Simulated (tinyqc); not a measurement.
IGBT as a p-i-n diode in series with a MOS channel, on-state and switching loss: one step of the calculation.

High injection (n = p) in a drift layer from x = -W/2 (anode) to +W/2 (cathode side), recombination only in the layer with lifetime tau, ideal emitters. The channel feeds the cathode side and carries the whole current. Auger recombination, carrier-carrier scattering, emitter losses and the carrier dip under the p body are left out.

Problem. On-state voltage. n(x) = (tau J/(2 q La))[cosh(x/La)/sinh y - B sinh(x/La)/cosh y]. Vm = Vt [(8 b/(b + 1)^2)(sinh y/s) arctan(s sinh y) + B ln((1 + B tanh^2 y)/(1 - B tanh^2 y))], s = sqrt(1 - B^2 tanh^2 y); Vj = Vt ln(n(-W/2) n(W/2)/ni^2), ni = sqrt(Nc Nv) exp(-Eg/(2 Vt)), Eg in volts; Vc = J Rch; Von = Vm + Vj + Vc.

Values chosen for this exercise; material values close to those of silicon:
- T = 400 K (temperature)
- Eg = 1.11 eV (band gap)
- Nc = 4.28e19 cm^-3 (conduction-band density of states at T)
- Nv = 4.13e19 cm^-3 (valence-band density of states at T)
- tau = 1.8 us (high-injection lifetime)
- J = 50 A/cm^2 (current density)
- Rch = 1.2 mohm cm^2 (channel and accumulation resistance)

Constants: q = 1.602176634e-19 C, kB = 1.380649e-23 J/K, Vt = kB T/q. Results are converted to the units shown.

b = 2.9137255
B = 0.48897796
La = 48.536328 um
y = 1.3392031

Find: Vm; Vj; Vc; Von.

Solution.

Vm = 0.11766 V
Vj = 0.66018 V
Vc = 0.060000 V
Von = 0.83784 V

Vm does not depend on J, since the carrier density grows with it. Junctions, layer and channel take 79, 14 and 7.2 % of Von.

Numbers from tinyqc (`OMP_NUM_THREADS=1 python tinyqc.py 2590144 2590145 out.jsonl`; about 0.01 s on one thread of a shared Intel Xeon 2.30GHz).
